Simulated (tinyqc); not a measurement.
# Deformation potential from the mobility gain

Inverse problem. Tension X along [100] raises the x valleys by D = Xu (s11 - s12) X against the y and z valleys. Their share is f = w/(w + 2), w = exp(-D/Vt), and for current along [100] mu/mu0 = [f/ml + (1 - f)/mt]/[(1/ml + 2/mt)/3]. Find f, D and Xu.

Inputs (values chosen for the exercise); values close to those of silicon:

| symbol | value | unit | meaning |
|---|---|---|---|
| T | 293 | K | temperature |
| s11 | 7.82 | 1/TPa | compliance |
| s12 | -2.13 | 1/TPa | compliance |
| ml | 0.934 | m0 | longitudinal mass |
| mt | 0.186 | m0 | transverse mass |

Constants: q = 1.602176634e-19 C, kB = 1.380649e-23 J/K, Vt = kB T/q. Results are converted to the units shown.

mu/mu0 = 1.32143541
X = 720 MPa

Solution. The gain is linear in f; w = 2 f/(1 - f).

f = 0.03911
D = 63.33 meV
Xu = 8.840 eV

Program tinyqc, `OMP_NUM_THREADS=1 python tinyqc.py 2530055 2530056 out.jsonl`; Intel Xeon 2.30GHz, shared host, one thread, about 0.01 s.
